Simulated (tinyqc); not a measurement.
Strained quantum well: band edges, subbands and transparency: one step. Strained band edges and offsets. Four cases, with inputs chosen for the exercise.

Question. Give tr(e), Z, the edges Ec, E_HH, E_LH and the well depths against the barrier.

Growth on (001), barriers unstrained: tr(e) = e (2 - nu2), Z = b e (1 + nu2); Ec = Ev + Eg + ac tr(e), E_HH = Ev + av tr(e) + Z, E_LH = Ev + av tr(e) - Z (coupling to the split-off band left out).

Case 1.

Values chosen (near those of an InGaAs/InP well; not measured data): e = 0.0018 (strain in the plane); nu2 = 0.994 (2 C12/C11); Eg = 0.746 eV (unstrained gap of the well); Ev = -0.598 eV (its valence edge); ac = -6.1 eV; av = 1.08 eV (Ev moves by av tr(e)); b = -1.9 eV (shear potential); Egb = 1.345 eV (gap of the barrier); Evb = -0.94 eV (its valence edge).

Case 2.

Values chosen (near those of a GaAsP/AlGaAs well; not measured data): e = 0.0039 (strain in the plane); nu2 = 0.922 (2 C12/C11); Eg = 1.559 eV (unstrained gap of the well); Ev = -0.852 eV (its valence edge); ac = -7.28 eV; av = 1.22 eV (Ev moves by av tr(e)); b = -1.96 eV (shear potential); Egb = 1.92 eV (gap of the barrier); Evb = -1 eV (its valence edge).

Case 3.

Values chosen (near those of an InGaAs/InP well; not measured data): e = 0.0067 (strain in the plane); nu2 = 0.983 (2 C12/C11); Eg = 0.825 eV (unstrained gap of the well); Ev = -0.614 eV (its valence edge); ac = -6.25 eV; av = 1.09 eV (Ev moves by av tr(e)); b = -1.91 eV (shear potential); Egb = 1.35 eV (gap of the barrier); Evb = -0.94 eV (its valence edge).

Case 4.

Values chosen (near those of a GaAsP/AlGaAs well; not measured data): e = 0.0076 (strain in the plane); nu2 = 0.917 (2 C12/C11); Eg = 1.683 eV (unstrained gap of the well); Ev = -0.899 eV (its valence edge); ac = -7.39 eV; av = 1.27 eV (Ev moves by av tr(e)); b = -1.92 eV (shear potential); Egb = 1.916 eV (gap of the barrier); Evb = -1 eV (its valence edge).

Give: tr(e); Z; Ec, E_HH, E_LH; depths for e, HH, LH.

Answer.

Case 1.

tr(e) = 0.00181
Z = -0.0068 eV

Ec, E_HH, E_LH (eV): [0.1370, -0.6029, -0.5892]

depths for e, HH, LH (eV): [0.2680, 0.3371, 0.3508]

The well is under tension, which puts LH on top, by 14 meV; the gap becomes 0.7262 eV, -20 meV from the unstrained one.

Case 2.

tr(e) = 0.00420
Z = -0.0147 eV

Ec, E_HH, E_LH (eV): [0.6764, -0.8616, -0.8322]

depths for e, HH, LH (eV): [0.2436, 0.1384, 0.1678]

The well is under tension, which puts LH on top, by 29 meV; the gap becomes 1.5086 eV, -50 meV from the unstrained one.

Case 3.

tr(e) = 0.00681
Z = -0.0254 eV

Ec, E_HH, E_LH (eV): [0.1684, -0.6319, -0.5812]

depths for e, HH, LH (eV): [0.2416, 0.3081, 0.3588]

The well is under tension, which puts LH on top, by 51 meV; the gap becomes 0.7496 eV, -75 meV from the unstrained one.

Case 4.

tr(e) = 0.00823
Z = -0.0280 eV

Ec, E_HH, E_LH (eV): [0.7232, -0.9165, -0.8606]

depths for e, HH, LH (eV): [0.1928, 0.0835, 0.1394]

The well is under tension, which puts LH on top, by 56 meV; the gap becomes 1.5837 eV, -99 meV from the unstrained one.

Computed by tinyqc, one run a case: `OMP_NUM_THREADS=1 python tinyqc.py N N+1 out.jsonl` with N = 1250135, 1250182, 1250219, 1250266; one thread of a shared Intel(R) Xeon(R) Processor @ 2.30GHz, about 0.02 s a run at most.
